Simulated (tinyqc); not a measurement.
Inside a calculation. Model: AlGaN/GaN HEMT with access regions, lumped model.

Program tinyqc, `OMP_NUM_THREADS=1 python tinyqc.py 2570114 2570115 out.jsonl`; Intel Xeon 2.30GHz, shared host, one thread, about 0.01 s. Printed values are rounded.

A polarisation-induced electron sheet under a Schottky gate, in series with two ungated access regions and contacts. Drift law v = mu E/(1 + mu E/vs) under the gate. Currents in mA/mm, resistances in ohm mm. No self-heating, no channel-length modulation; fits for polarisation, barrier and offset are chosen for the exercise.

Inputs (values chosen for the exercise); values close to those of AlGaN/GaN structures:
- x = 0.25 (aluminium share of the barrier)
- d = 15 nm (barrier thickness)
- eps_r = 9.3 (relative permittivity of barrier and channel)
- mu = 1800 cm^2/(V s) (channel mobility)
- vs = 1.4e7 cm/s (saturation velocity)
- Lg = 0.5 um (gate length)
- Ls = 0.5 um (source access length)
- Ld = 2 um (drain access length)
- Rc = 0.35 ohm mm (resistance of each contact)
- ft = 0 (share of the drain-access electrons removed by traps)
- Vg = -1 V (gate voltage)
- Vd = 4 V (drain voltage)
- Ec = 2.7 MV/cm (critical field)
- te = 0.19 um (depth over which the depleted charge spreads)
- tf = 200 nm (insulator under the field plate)
- ei = 3.9 (relative permittivity of that insulator)

Constants: q = 1.602176634e-19 C, eps0 = 8.8541878128e-14 F/cm where lengths are in cm. Results are converted to the units shown.

## Polarisation charge, threshold and sheet resistance

sigma = (5e13 x + 1.6e13 x^2) cm^-2, phiB = 0.84 + 1.3 x, dEc = 0.7 (1.71 x + x^2) in volts, Cb = eps0 eps_r/d, VT = phiB - dEc - q sigma/Cb, access density n0 = -Cb VT/q. Rsh = 1/(q mu n0); largest access current q n0 vs.

sigma = 1.35e13 cm^-2
Cb = 0.5489596 uF/cm^2
VT = -3.118068 V
n0 = 1.068355e13 cm^-2
Rsh = 324.5648 ohm
q n0 vs = 2396.371 mA/mm

## Iteration 1: drain current

I at the start = 560 mA/mm

Access resistance R(L, n) = L/(q mu n sqrt(1 - (I/(q n vs))^2)); Rs = Rc + R(Ls, n0), Rd = Rc + R(Ld, (1 - ft) n0). Vg' = Vg - I Rs, Vd' = Vd - I (Rs + Rd); with u = Vg' - VT, Vc = vs Lg/mu and w the smaller of Vd' and Vc [sqrt(1 + 2 u/Vc) - 1] (0 if negative), the channel gives (mu Cb/Lg)(u w - w^2/2)/(1 + w/Vc). I(new) is that channel current.

Rs = 0.5169037 ohm mm
Rd = 1.017615 ohm mm
Vg' = -1.289466 V
Vd' = 3.140670 V
channel current = 740.1892 mA/mm
I after iteration 1 = 740.1892 mA/mm

## Iteration 2: drain current

As before.

Rs = 0.5206258 ohm mm
Rd = 1.032503 ohm mm
Vg' = -1.385362 V
Vd' = 2.850391 V
channel current = 689.6154 mA/mm
I after iteration 2 = 689.6154 mA/mm

## Course of the iteration: drain current

Stop when I changes by less than 1e-6 mA/mm, or after 60 iterations. I must stay below q (1 - ft) n0 vs.

Course of the iteration:
```
iteration  I (mA/mm)  |change| (mA/mm)
1           740.1892               180
2           689.6154              50.6
3           703.8716              14.3
4           699.8586              4.01
5           700.9887              1.13
6           700.6705             0.318
7           700.7601            0.0896
8           700.7349            0.0252
9           700.7420           7.10e-3
10          700.7400           2.00e-3
11          700.7405           5.63e-4
12          700.7404           1.59e-4
13          700.7404           4.47e-5
14          700.7404           1.26e-5
15          700.7404           3.54e-6
16          700.7404           9.97e-7
```

Converged in 16 iterations. At the end each change is about 0.28 times the one before, with alternating sign: linear convergence. Of Vd, 72.9 % reaches the channel; the access current is 29 % of its limit.

## On-resistance and breakdown

sigma = (5e13 x + 1.6e13 x^2) cm^-2, phiB = 0.84 + 1.3 x, dEc = 0.7 (1.71 x + x^2) in volts, Cb = eps0 eps_r/d, VT = phiB - dEc - q sigma/Cb, access density n0 = -Cb VT/q. Ron = 2 Rc + Ls/(q mu n0) + Ld/(q mu (1 - ft) n0) + Lg/(mu Cb (Vg - VT)). Off state: a depleted stretch that holds the voltage V has the peak field sqrt(k V), k = 2 q n0/(eps0 eps_r te), so one edge holds V1 = Ec^2/k. The sheet under the plate pinches off at Vf = q n0 (1/Cb + tf/(eps0 ei)); beyond it the gate edge is screened. BV = V1 if Vf >= V1, else Vf + V1, and at most Ec Ld. Specific resistance Ron (Ls + Lg + Ld); figure of merit BV^2 over it.

Ron = 1.750313 ohm mm
Vf = 102.2566 V
V1 = 33.31630 V
BV = 33.31630 V
specific resistance = 0.05250938 mohm cm^2
figure of merit = 21.13862 MW/cm^2

The plate pinches off too late to screen the gate edge, so it adds nothing.
